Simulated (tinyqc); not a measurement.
Worked calculation: Ewald sum of point charges, caesium chloride, strained along z by a factor 0.96, lattice. Computed by tinyqc, a small Python program that keeps every step. Command: `OMP_NUM_THREADS=1 python tinyqc.py 20077 20078 out.jsonl` (the two numbers bound the seeds that draw the settings). One thread of a shared host (Intel(R) Xeon(R) Processor @ 2.60GHz), about 0.03 s of CPU time with the checks.

## Ewald sum with eta = 0.533 1/bohr

cell vectors (rows) (bohr):
```
          1         2         3
1  7.480000  0.000000  0.000000
2  0.000000  7.480000  0.000000
3  0.000000  0.000000  7.181000
```

Charges:
```
q                f1        f2        f3
1.000000   0.000000  0.000000  0.000000
-1.000000  0.500000  0.500000  0.500000
```

Real space: 1/2 sum q_i q_j erfc(eta r)/r over all images with r > 0; reciprocal space: (2 pi/V) sum_(G != 0) exp(-G^2/4 eta^2)/G^2 |S(G)|^2 with S(G) = sum q exp(i G.r); self term -eta/sqrt(pi) sum q^2; background -pi Q^2/(2 V eta^2), Q the total charge.

Real-space shells (first ones):
```
r (bohr)   pairs  sum (hartree)
6.392722      16      -1.81e-06
7.181000       4       1.73e-08
7.480000       8       9.19e-09
10.369048     16              0
10.578317      8              0
```

Reciprocal shells (first ones that count):
```
G^2 (1/bohr^2)  vectors  sum (hartree)
0.705597              4       0.190585
0.765579              2       0.083311
2.176772              8       0.033854
3.527983              8       0.006360
3.587966              8       0.005933
3.767912              8       0.004822
6.350370              4       0.000147
6.410352              8       0.000277
6.590299             16       0.000460
6.890209              2       0.000042
7.821546             16       0.000131
8.301402              8       0.000041
```

## The total does not depend on eta

The same sums for other eta.

Totals (hartree per cell):
```
eta            real  reciprocal       self  background        total
0.533000  -1.78e-06    0.326009  -0.601426    0.000000  -0.27541870
0.674000  -1.38e-09    0.485109  -0.760528    0.000000  -0.27541870
0.886000          0    0.724325  -0.999744    0.000000  -0.27541870
```

shortest distance = 6.392722 bohr

Madelung constant -E d / (formula units |q+ q-|) = 1.760675
